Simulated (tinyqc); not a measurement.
One-dimensional ballistic tunnel FET, two-band WKB: effect of the band gap with the mass tied to it.

A p-type source for x < 0 with its Fermi level at 0 and its valence edge at ds; in the channel the bands fall as D exp(-x/lam) towards their flat values, with the conduction edge at Ec = ds - dP and D = dP + Eg. The gate moves dP one to one. The drain Fermi level lies at -Vd and the drain side reflects nothing. For w = E - Ec between 0 and dP an electron crosses the gap. Two-band dispersion with equal masses m: inside the gap kappa = sqrt(m u (1 - u/Eg)/C), u the distance from a band edge, C = hbar^2/(2 m0).

The mass follows the gap, m = 0.026 Eg/0.345 eV. S(w) = 2 lam int_0^Eg kappa(u) du/(w + Eg - u) = 2 pi lam sqrt(m/(C Eg)) [w + Eg/2 - sqrt(w (w + Eg))], T(w) = exp(-S). I = g (2 q^2/h) int_0^dP T(w) [f(E) - f(E + Vd)] dw, E = ds - dP + w, f(x) = 1/(1 + exp(x/Vt)). Swing = d(dP)/d(log10 I).

Inputs (values chosen for the exercise); band and dielectric values close to those of indium arsenide: temperature T = 200 K; screening length of the source junction lam = 2.1 nm; source valence edge above the source Fermi level ds = 0.17 eV; drain bias Vd = 0.1 V; number of degenerate subbands (spin apart) g = 1; tunnelling window Ev(source) - Ec(channel) dP = 0.28 eV.

Constants: q = 1.602176634e-19 C, kB = 1.380649e-23 J/K, hbar = 1.054571817e-34 J s, h = 6.62607015e-34 J s, m0 = 9.1093837015e-31 kg, Vt = kB T/q, hbar^2/(2 m0) = 0.0380998212 eV nm^2. Results are converted to the units shown.

Effect of the band gap with the mass tied to it:
```
Eg (eV),T(w = dP),I (uA),swing (mV/decade)
0.2,0.7799,3.680,295.4
0.37,0.4905,1.530,214.8
0.54,0.2686,0.5727,174.7
0.71,0.1335,0.2013,150.3
0.89,0.05886,0.06349,132.8
1.06,0.02562,0.02065,120.8
1.23,0.01065,0.006550,111.6
1.4,0.004260,0.002035,104.1
```

What does the table show?

T(w = dP) falls from 0.780 to 0.00426 and I falls from 3.68 to 0.00203 uA; the swing falls from 295 to 104 mV/decade. With m/Eg fixed, S depends on the gap only through w + Eg/2 - sqrt(w (w + Eg)). For Eg = 0.2, 0.37, 0.54 S at w = dP is below 2, where a WKB prefactor of 1 is a rough guess.

tinyqc, about 0.02 s, one thread, Intel Xeon 2.30GHz (shared host): `OMP_NUM_THREADS=1 python tinyqc.py 2620114 2620115 out.jsonl`
